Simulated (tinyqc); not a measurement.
Tight binding, dimerised chain, step by step. One step of it, computed by the program tinyqc.

Problem. Levels at k. Diagonalise the Hermitian matrix.

H(k) at k (eV):
```
                     A                    B
A             0.000000  -1.779780+0.709808i
B  -1.779780-0.709808i             0.000000
```

Give: eigenvalues; weights |c|^2 of the basis functions.

Solution.

eigenvalues (eV): -1.916  1.916

weights |c|^2 of the basis functions:
```
   band 1  band 2
A   0.500   0.500
B   0.500   0.500
```
